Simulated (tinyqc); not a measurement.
Inside a calculation. Method: Hubbard chain of 6 sites. Computed by tinyqc, a small Python program that keeps every step. Settings: hopping = 0.88, U = 3.9, mixing = 1, iteration cap = 73. Command: `OMP_NUM_THREADS=1 python tinyqc.py 26893 26894 out.jsonl` (the two numbers bound the seeds that draw the settings). One thread of a shared host (Intel(R) Xeon(R) Processor @ 2.60GHz), about 0.3 s of CPU time with the checks.

one-body matrix (hopping and site energies) (eV), lower triangle:
```
           1          2          3          4          5         6
1   0.000000
2  -0.880000   0.000000
3   0.000000  -0.880000   0.000000
4   0.000000   0.000000  -0.880000   0.000000
5   0.000000   0.000000   0.000000  -0.880000   0.000000
6   0.000000   0.000000   0.000000   0.000000  -0.880000  0.000000
```

U = 3.900000 eV

electrons, up and down: 3  3

n(up) at the start (a guess, not normalised): 1 0.500000, 2 0.500000, 3 0.500000, 4 0.500000, 5 0.500000, 6 0.500000

n(down) at the start (a guess): 1 0.500000, 2 0.500000, 3 0.500000, 4 0.500000, 5 0.500000, 6 0.500000

Each step fills the lowest levels of T + U n(other spin) and sets n(new) = n + mixing (n(out) - n); stop when output and input agree to 1e-8.

Course of the cycle:
```
iteration       E (eV)  largest |n(out) - n(in)|  mean |n_up - n_down|
1          -0.29936821                  4.44e-16              0.000000
```

Can the last value be used, and what does the course show?

No, though the log alone does not show it. Converged in 1 iterations. But random starts reach -1.90328 eV, so this is another stationary point, not the lowest one. Reruns (cap 100 unless said): mixing 0.2: converged in 1 to a higher stationary point (E = -0.29937); mixing 0.5: converged in 1 to a higher stationary point (E = -0.29937); mixing 0.9: converged in 1 to a higher stationary point (E = -0.29937). Before convergence this energy mixes input and output and is not variational, so it may rise towards its limit.
